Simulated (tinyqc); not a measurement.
Changing the hydrogen pressure p: hydrogen passivation of interface dangling bonds: competing passivation and dissociation with distributed barriers. Computed by tinyqc, a small Python program. Command: `OMP_NUM_THREADS=1 python tinyqc.py 3023047 3023048 out.jsonl passiv sweep`. One thread of a shared host (Intel(R) Xeon(R) Processor @ 2.30GHz), about 0.1 s of CPU time with the checks.

P_b + H2 gives P_bH + H at the rate k_f [H2]; P_bH gives P_b + H at the rate k_d. All defects start unpassivated. E_f and E_d are Gaussian and independent.

Inputs (values chosen for the exercise, close to those used for P_b centres at the silicon-oxide interface): defect density N0 = 1.2e+12 1/cm^2; passivation prefactor k_f0 = 3.3e-08 cm^3/s; mean passivation barrier E_f = 1.46 eV; spread sigma_f = 0.071 eV; dissociation prefactor k_d0 = 1.8e+12 1/s; mean dissociation barrier E_d = 2.76 eV; spread sigma_d = 0.086 eV; H2 in the oxide per atm, solubility factor = 1.2e+18 1/(cm^3 atm); anneal temperature T = 375 C; anneal time t = 1900 s; oxide thickness = 16 nm.

Constants: k_B = 8.617333262e-05 eV/K; e = 1.602176634e-19 C; eps_0 = 8.8541878128e-12 F/m.

Method:
- [H2] = solubility factor x p; a = k_f0 [H2] exp(-E_f/(k_B T)), d = k_d0 exp(-E_d/(k_B T)). For one pair of barriers the active share is y = [d + a exp(-(a + d) t)]/(a + d).
- Temperatures in kelvin are T(C) + 273.15.
- Average y over both Gaussians with 40 x 40 Gauss-Hermite points.
- Active density N0 y; threshold shift if each active defect holds one charge, e N0 y t_ox/(3.9 eps_0).
- Minimise the averaged y over T between 150 and 900 C: find where ln y is equal at T - 0.05 and T + 0.05 C; T is rounded to 0.1 C.

One run for each value:
```
hydrogen pressure p (atm)  active share y  best temperature (C)  least active share
0.003                          3.8983e-01                 517.3          3.5441e-04
0.009                          1.7131e-01                 497.8          7.7253e-05
0.03                           4.3021e-02                 476.8          1.4354e-05
0.09                           7.3151e-03                 458.2          3.0715e-06
0.3                            5.6450e-04                 438.6          5.6516e-07
0.9                            2.9802e-05                 421.4          1.2052e-07
3                              5.9956e-07                 403.4          2.2166e-08
9                              1.1458e-08                 387.8          4.7364e-09
30                             9.0645e-10                 371.4          8.7445e-10
```

Describe and explain the trends.

Over the rows, active share y falls from 0.390 to 9.06e-10 (exponent d ln y / d ln x -0.75 between the first rows and -2.1 between the last); best temperature (C) falls from 517 to 371 (exponent d ln y / d ln x about -0.036 throughout); least active share falls from 3.54e-4 to 8.74e-10 (exponent d ln y / d ln x about -1.4 throughout). High pressure speeds passivation and shifts the balance, the reason for high-pressure anneals.

Caution (all rows): a least active share below 1e-3 is a property of the model; measured passivation levels off well above it. Caution (all rows): atomic hydrogen, which both passivates and depassivates, and further passivation during cooling are left out. Caution (rows 0.300, 0.900, 3.00, 9.00, 30.0): densities below a few 1e9 per cm^2 are formal: other defects set the floor in real interfaces.

Extremes, crossings and ranges named in words are read from the listed rows.
